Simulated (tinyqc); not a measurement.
Inside a calculation: Lorentz oscillators and the Kramers-Kronig relations. Values are carried at full precision from step to step, so a last printed digit may differ when a step is redone from the rounded ones.

eps(E) = 1 + sum_j S_j/(E0_j^2 - E^2 - i G_j E).

Constants: hbar c = 1973.269805 eV angstrom; hbar^2/2m0 = 3.80998211 eV angstrom^2; e^2/(4 pi eps0) = 14.39964547 eV angstrom.

Parameters, chosen for this exercise: E0 = (3.41, 4.05) eV (resonances); G = (0.24, 0.51) eV (widths); S = (33.1, 135.3) eV^2 (strengths); E = 3.34 eV (photon energy); h = 0.5 eV (grid step); M = 40 (grid points E_j = j h); i = 10 (grid index at which eps1 is wanted).

## Dielectric function at one energy

Evaluate each oscillator and the sum.

terms: 18.0635+30.6449i  23.3280+7.5734i

eps(E) = 42.3915+38.2183i
eps(0) = 12.0953

## Optical constants

n + i k = sqrt(eps1 + i eps2) with k >= 0; R = ((n - 1)^2 + k^2)/((n + 1)^2 + k^2) at normal incidence from vacuum; alpha = 2 E k/(hbar c), times 1e8 for 1/cm; loss function Im(-1/eps) = eps2/(eps1^2 + eps2^2).

Convert eps at the photon energy E into the optical constants.

n = 7.0522
k = 2.7097
R = 0.6092
alpha = 9.17e+05 1/cm
loss function = 0.0117
vacuum wavelength hc/E (hc = 1239.841984 eV nm) = 371.2 nm

The intensity falls to 1/e within 10.9 nm.

## Absorptive part on the grid

Tabulate eps2 at E_j = j h.

eps2(E_j), j = 1 .. M: 0.1629  0.3608  0.6505  1.1631  2.3258  6.8325  37.2748  65.4244  15.9448  4.5106  2.0265  1.1323  0.7154  0.4889  0.3528  0.2650  0.2053  0.1629  0.1319  0.1085  0.0906  0.0765  0.0653  0.0562  0.0488  0.0426  0.0375  0.0332  0.0295  0.0264  0.0237  0.0213  0.0193  0.0175  0.0160  0.0146  0.0134  0.0123  0.0113  0.0104

## eps1 at one grid point

Kramers-Kronig: eps1(E) = 1 + (2/pi) P integral_0^infinity E1 eps2(E1)/(E1^2 - E^2) dE1. Maclaurin rule on the grid E_j = j h, j = 1 .. M: eps1(E_i) = 1 + (4 h/pi) sum over j with j - i odd of E_j eps2(E_j)/(E_j^2 - E_i^2); nothing is added above E_M.

List the terms E_j eps2_j/(E_j^2 - E_i^2) for j - i odd, add them and form eps1.

terms in order of j (1/eV): -0.0033  -0.0429  -0.3101  -10.2323  -15.1056  2.1231  0.2696  0.0847  0.0369  0.0192  0.0112  0.0070  0.0046  0.0032  0.0023  0.0017  0.0013  0.0010  0.0008  0.0006

sum = -23.127 1/eV
eps1(E_i) = -13.723

The oscillator formula gives -15.920 at E_i = 5 eV. The rule samples every 2h = 1 eV against a narrowest width of 0.24 eV and stops at 20 eV; coarse sampling and the missing tail make the difference.

## The f-sum on the grid

W(E_M) = (2/pi) h sum_j E_j eps2_j, with half weight on the last point; the full integral equals sum S_j = (hbar omega_p)^2, and the electron density follows from (hbar omega_p)^2 = 8 pi c (e^2/(4 pi eps0)) N with c = hbar^2/2m0.

W(E_M) = 178.79 eV^2
sum S = 168.40 eV^2
share reached on this grid (a step near the line widths can inflate it) = 1.062
hbar omega_p = 12.977 eV
N = 1.22e+23 1/cm^3

## Checks

- The value of eps1 at 3.360 eV from a fine, long grid (with the tail of eps2 ~ 1/E^3 added) against the oscillator formula: both 39.4.

Program tinyqc; command `OMP_NUM_THREADS=1 python tinyqc.py 1682593 1682594 out.jsonl`; about 0.2 s on one thread of a shared Intel(R) Xeon(R) Processor @ 2.30GHz.
